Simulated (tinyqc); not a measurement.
RHF in the sto-6g basis, for BeH2, spin multiplicity 1, step by step. One step of it, computed by the program tinyqc.

Task: Iteration 2: diagonalisation and new density. Diagonalise F' = X^T F X, C = X C', fill 3 alpha and 3 beta electrons from the bottom; D = 2 C_occ C_occ^T. Each column has its largest component positive (the first on a tie).

extrapolated F (hartree), order 1Be 1s, 1Be 2s, 1Be 2px, 1Be 2py, 1Be 2pz, 2H 1s, 3H 1s:
```
[[-4.592569, -1.250259, 0.000000, 0.000000, 0.002205, -0.357784, -0.357784],
 [-1.250259, -0.603937, 0.000000, 0.000000, -0.015286, -0.416690, -0.416690],
 [0.000000, 0.000000, 0.207672, 0.000000, 0.000000, 0.000000, 0.000000],
 [0.000000, 0.000000, 0.000000, -0.240711, 0.000000, -0.337964, 0.337964],
 [0.002205, -0.015286, 0.000000, 0.000000, 0.206309, -0.017986, -0.017986],
 [-0.357784, -0.416690, 0.000000, -0.337964, -0.017986, -0.320071, -0.050631],
 [-0.357784, -0.416690, 0.000000, 0.337964, -0.017986, -0.050631, -0.320071]]
```

X, order 1Be 1s, 1Be 2s, 1Be 2px, 1Be 2py, 1Be 2pz, 2H 1s, 3H 1s:
```
[[0.000000, -0.307433, 0.938968, 0.000000, -0.208562, 0.000000, 0.239722],
 [0.000000, 1.236779, -0.103865, 0.000000, -0.035424, 0.000000, 0.511421],
 [0.000000, 0.000000, 0.000000, 1.000000, 0.000000, 0.000000, 0.000000],
 [1.425673, 0.000000, 0.000000, 0.000000, 0.000000, 0.545793, 0.000000],
 [0.000000, 0.073126, 0.227562, 0.000000, 0.972140, 0.000000, 0.028189],
 [-1.034573, -0.793471, -0.252364, 0.000000, 0.057592, 0.376060, 0.353433],
 [1.034573, -0.793471, -0.252364, 0.000000, 0.057592, -0.376060, 0.353433]]
```

Give: F' = X^T F X; orbital energies; coefficients C; D after iteration 2.

Result:

F' = X^T F X (hartree):
```
[[0.928, 0.000, 0.000, 0.000, 0.000, 0.042, 0.000],
 [0.000, 0.415, 0.438, 0.000, -0.091, 0.000, 0.177],
 [0.000, 0.438, -3.547, 0.000, 0.901, 0.000, -1.564],
 [0.000, 0.000, 0.000, 0.208, 0.000, 0.000, 0.000],
 [0.000, -0.091, 0.901, 0.000, -0.010, 0.000, 0.384],
 [0.042, 0.000, 0.000, 0.000, 0.000, -0.425, 0.000],
 [0.000, 0.177, -1.564, 0.000, 0.384, 0.000, -1.245]]
```

orbital energies (hartree): [-4.594, -0.461, -0.427, 0.206, 0.208, 0.463, 0.929]

coefficients C, order 1Be 1s, 1Be 2s, 1Be 2px, 1Be 2py, 1Be 2pz, 2H 1s, 3H 1s:
```
[[0.995, -0.214, 0.000, 0.026, 0.000, -0.204, 0.000],
 [0.022, 0.550, 0.000, -0.120, 0.000, 1.219, 0.000],
 [0.000, 0.000, 0.000, 0.000, 1.000, 0.000, 0.000],
 [0.000, 0.000, 0.502, 0.000, 0.000, 0.000, 1.442],
 [0.000, 0.018, 0.000, 0.993, 0.000, 0.128, 0.000],
 [-0.002, 0.399, 0.408, 0.047, 0.000, -0.812, -1.023],
 [-0.002, 0.399, -0.408, 0.047, 0.000, -0.812, 1.023]]
```

D after iteration 2, order 1Be 1s, 1Be 2s, 1Be 2px, 1Be 2py, 1Be 2pz, 2H 1s, 3H 1s:
```
[[2.070, -0.192, 0.000, 0.000, -0.008, -0.175, -0.175],
 [-0.192, 0.606, 0.000, 0.000, 0.020, 0.439, 0.439],
 [0.000, 0.000, 0.000, 0.000, 0.000, 0.000, 0.000],
 [0.000, 0.000, 0.000, 0.503, 0.000, 0.409, -0.409],
 [-0.008, 0.020, 0.000, 0.000, 0.001, 0.015, 0.015],
 [-0.175, 0.439, 0.000, 0.409, 0.015, 0.651, -0.014],
 [-0.175, 0.439, 0.000, -0.409, 0.015, -0.014, 0.651]]
```
